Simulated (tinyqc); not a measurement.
Self-heating of a transistor with one or more fingers, with temperature-dependent conductivity: one step, computed by the program tinyqc.

N long parallel fingers lie on the top face of a slab whose bottom is held at T_0; the top is otherwise insulated, and heat flows in two dimensions. P in W/mm is 1000 P in W/m.

Task: Geometry factors. A line source of power P on the top face raises the top at distance x by (P/(pi kappa_0)) g(x), g(x) = -ln tanh(pi x/(4 t)) (the image sum for the slab). On a strip of width w the centre sees the mean of g over the strip, g_0 = 1 + ln(8 t/(pi w)) for w much below t.

Inputs (values chosen for the exercise, modelled on sapphire): finger pitch s = 9.1 micrometre; width of the heat source w = 0.47 micrometre; substrate thickness t = 360 micrometre.

Power: fixed power.

Give: own factor g_0; g(j s), j = 1..7.

Result:

own factor g_0 = 8.576

g(j s), j = 1..7: 3.920  3.227  2.822  2.535  2.313  2.132  1.980
